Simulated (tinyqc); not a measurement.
What moves the results: quantum-confined Stark effect in a modulator well. A value that a table varies takes the place of the one given here.

Envelopes on cells of 0.5 angstrom over the well |z| < L/2 and 45 angstrom of barrier on each side, psi = 0 beyond, psi'/m continuous (mean mass between points), c = hbar^2/2m0. The electron sees + e F z and the hole - e F z, each with its offset in the barriers; 1 kV/cm = 1e-5 eV/angstrom. Light holes, band mixing and escape by tunnelling are left out.

Exciton: in-plane function exp(-rho/lam), 1/mu = 1/me + 1/mp, E(lam) = c/(mu lam^2) - (q/eps) times the integral over k of Fm(k)(1 + (k lam/2)^2)^(-3/2), Fm(k) the double integral of psi_e^2 psi_h^2 exp(-k |z - z'|), q = e^2/(4 pi eps0); binding Eb = -E at the minimum. Line at Eg + E_e + E_h - Eb, strength proportional to overlap^2/lam^2.

Constants: hbar^2/2m0 = 3.80998211 eV angstrom^2; e^2/(4 pi eps0) = 14.39964547 eV angstrom; hc = 1239.841984 eV nm.

Parameters, chosen for this exercise (near those of a Ge well in SiGe, direct gap; shifted at random, so the results belong to these values and not to a real crystal): L = 62 angstrom (well width); Vc = 0.356 eV (conduction offset); Vv = 0.102 eV (heavy-hole offset); me = 0.0432 m0 (electron, well); meb = 0.0562 m0 (electron, barrier); mh = 0.213 m0 (heavy hole along z, well); mhb = 0.241 m0 (heavy hole, barrier); Eg = 0.849 eV (gap of the well); mp = 0.069 m0 (heavy hole in the plane); eps = 15.6 (dielectric constant); Fs = (0, 14, 29, 43, 59, 76, 96) kV/cm (fields); Ls = (50, 66, 84, 104, 126, 150, 170) angstrom (widths); F_L = 67 kV/cm (field for this table); F = 67 kV/cm (field).

## Raising the field

All quantities anew; shifts from zero field.

Results:

| F (kV/cm) | dE_e (meV) | dE_h (meV) | Eb (meV) | line shift (meV) | overlap^2 | relative strength |
|---|---|---|---|---|---|---|
| 0 | 0.00 | 0.00 | 4.31 | 0.00 | 0.997 | 1.000 |
| 14 | -0.03 | -0.10 | 4.31 | -0.13 | 0.994 | 0.996 |
| 29 | -0.12 | -0.44 | 4.30 | -0.55 | 0.985 | 0.985 |
| 43 | -0.27 | -0.97 | 4.29 | -1.22 | 0.972 | 0.966 |
| 59 | -0.51 | -1.82 | 4.27 | -2.29 | 0.951 | 0.938 |
| 76 | -0.84 | -3.02 | 4.24 | -3.79 | 0.922 | 0.900 |
| 96 | -1.35 | -4.80 | 4.20 | -6.04 | 0.880 | 0.846 |

The line shift grows with exponent 2.00 in F at low field and 1.99 at the end, still close to the quadratic law. The hole gives 78 % of the level shift in the second row and 78 % in the last. The largest shift is 1.4 times the zero-field binding, yet 97 % of the binding survives, since the walls stop the field from pulling the pair apart. The strength keeps 85 %.

## Width of the well

Zero-field line, its shift at F_L and the relative strength.

Results:

| L (angstrom) | line at F = 0 (nm) | Eb (meV) | shift (meV) | relative strength | shift x strength (meV) |
|---|---|---|---|---|---|
| 50 | 1254.3 | 4.41 | -2.00 | 0.954 | 1.90 |
| 66 | 1308.8 | 4.28 | -3.36 | 0.905 | 3.04 |
| 84 | 1349.1 | 4.13 | -5.88 | 0.797 | 4.69 |
| 104 | 1378.5 | 3.97 | -10.07 | 0.615 | 6.19 |
| 126 | 1399.8 | 3.82 | -16.33 | 0.393 | 6.42 |
| 150 | 1415.3 | 3.67 | -24.92 | 0.201 | 5.02 |
| 170 | 1424.3 | 3.55 | -33.30 | 0.101 | 3.36 |

The shift grows with exponent 1.88 in L over the first two rows and 2.32 over the last two, against 4 for hard walls at second order; leakage lowers it in narrow wells and saturation in wide ones. The strength falls from 0.95 to 0.10, and the product of the two is largest at 126 angstrom.

## What each parameter does

Zero-field line, shift at F, overlap^2 and Eb at F. Each row changes one parameter from the base and keeps the others.

Results:

| case | line (nm) | shift (meV) | overlap^2 | Eb (meV) |
|---|---|---|---|---|
| base | 1297.2 | -2.95 | 0.938 | 4.26 |
| L = 52 angstrom | 1262.4 | -2.13 | 0.960 | 4.36 |
| F = 54 kV/cm | 1297.2 | -1.92 | 0.958 | 4.27 |
| Vc = 0.285 eV | 1307.1 | -3.09 | 0.930 | 4.23 |
| Vv = 0.128 eV | 1295.1 | -2.56 | 0.945 | 4.29 |
| me = 0.0497 m0 | 1303.5 | -2.94 | 0.938 | 4.55 |
| mh = 0.181 m0 | 1295.3 | -2.94 | 0.942 | 4.24 |
| eps = 14 | 1298.4 | -2.93 | 0.938 | 5.15 |

The largest shifts from the base row, up to three for each result and ties (the steps differ in size, so this ranks the rows, not the parameters). line (nm): L -34.7, Vc +9.9, me +6.3; unchanged at the printed digits by F. shift (meV): F +1.03, L +0.82, Vv +0.39. overlap^2: L +0.022, F +0.020, Vc -0.007, Vv +0.007; unchanged at the printed digits by me and eps. Eb (meV): eps +0.89, me +0.30, L +0.10.

tinyqc: `OMP_NUM_THREADS=1 python tinyqc.py 1250799 1250800 out.jsonl`; about 0.1 s, one thread, shared Intel(R) Xeon(R) Processor @ 2.30GHz.
